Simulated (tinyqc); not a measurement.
Inside a calculation. Method: Hubbard ring of 5 sites. Computed by tinyqc, a small Python program that keeps every step. Settings: hopping = 1.56, U = 11.7, mixing = 0.5, iteration cap = 50. Command: `OMP_NUM_THREADS=1 python tinyqc.py 30190 30191 out.jsonl` (the two numbers bound the seeds that draw the settings). One thread of a shared host (Intel(R) Xeon(R) Processor @ 2.60GHz), about 0.2 s of CPU time with the checks.

one-body matrix (hopping and site energies) (eV), lower triangle:
```
           1          2          3          4         5
1   0.000000
2  -1.560000   0.000000
3   0.000000  -1.560000   0.000000
4   0.000000   0.000000  -1.560000   0.000000
5  -1.560000   0.000000   0.000000  -1.560000  0.000000
```

U = 11.700000 eV

electrons, up and down: 3  1

n(up) at the start (a guess, not normalised): 1 0.600000, 2 0.600000, 3 0.600000, 4 0.600000, 5 0.600000

n(down) at the start (a guess): 1 0.200000, 2 0.200000, 3 0.200000, 4 0.200000, 5 0.200000

Each step fills the lowest levels of T + U n(other spin) and sets n(new) = n + mixing (n(out) - n); stop when output and input agree to 1e-8.

Course of the cycle:
```
iteration       E (eV)  largest |n(out) - n(in)|  mean |n_up - n_down|
1          -1.14826604                  2.78e-16              0.400000
```

Can the last value be used, and what does the course show?

No, though the log alone does not show it. Converged in 1 iterations. But random starts reach -3.44630 eV, so this is another stationary point, not the lowest one. Reruns (cap 100 unless said): mixing 0.2: converged in 1 to a higher stationary point (E = -1.14827); mixing 0.9: converged in 1 to a higher stationary point (E = -1.14827). Before convergence this energy mixes input and output and is not variational, so it may rise towards its limit.
